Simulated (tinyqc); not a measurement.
Sub-threshold conduction and electro-thermal threshold of an amorphous chalcogenide: one step of the calculation.

Trap-limited conduction: I = I0 exp(-Ea/kB T) sinh(q V dz/(2 ua kB T)), I0 = 2 q A Nt dz/ta. One lumped temperature T = T0 + Rt I V. The threshold is the largest V for which a steady state exists on the low-current branch.

Task. Self-heating. I at the present T, then T(new) = T0 + Rt I V.

Parameters, values chosen for the exercise; values of the order of Ge-Sb-Te and related chalcogenides:
```
symbol   value   unit                             meaning
T0         300      K                 ambient temperature
A         1700   nm^2                       cross-section
ua          36     nm                 amorphous thickness
dz         6.1     nm              distance between traps
Ea        0.29     eV                   activation energy
Nt      2.5e19  cm^-3                        trap density
ta       1e-15      s                        attempt time
Rt         5.6   K/uW                  thermal resistance
V        0.657      V  voltage across the amorphous layer
```

Constants: q = 1.602176634e-19 C, kB = 1.380649e-23 J/K. Results are converted to the units shown.

T at the start = 300 K

Find: I; T after iteration 1.

Result.

I = 4.741 uA
T after iteration 1 = 317.4 K

Range of the model: Purely electronic switching mechanisms, filaments and series resistance are left out.

Program tinyqc, `OMP_NUM_THREADS=1 python tinyqc.py 2490125 2490126 out.jsonl`; Intel Xeon 2.30GHz, shared host, one thread, about 0.01 s.
